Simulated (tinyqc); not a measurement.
Thermal displacements in the Debye model: Debye-Waller factors, bond-length spread and the Lindemann rule: one step, computed by the program tinyqc.

A Debye spectrum with three branches of one velocity, cut at k_B Theta; 4 atoms per cube, nearest neighbours at d = 0.707107 a.

Problem. Mean-square displacement. <u_x^2> = (3 hbar^2/(2 M k_B Theta)) int_0^1 s coth(s Theta/(2T)) ds (64 Gauss-Legendre points); it tends to 3 hbar^2/(4 M k_B Theta) at T = 0 and to 3 hbar^2 T/(M k_B Theta^2) at high T. B = 8 pi^2 <u_x^2>.

Inputs (values chosen for the exercise, modelled on copper): atomic mass M = 63.55 u; Debye temperature Theta = 312 K; temperature T = 77 K.

Structure: fcc.

Constants: hbar^2/u = 4.18015928e-03 eV angstrom^2; k_B = 8.617333262e-05 eV/K.

Give: <u_x^2>; zero-point value; classical value; B factor.

Solution.

<u_x^2> = 0.0025307 angstrom^2

zero-point value = 0.0018349 angstrom^2

classical value = 0.0018114 angstrom^2

B factor = 0.19981 angstrom^2

The zero-point value is 72.5 % and the classical value 71.6 % of the full result; the two are limits, not parts that add.
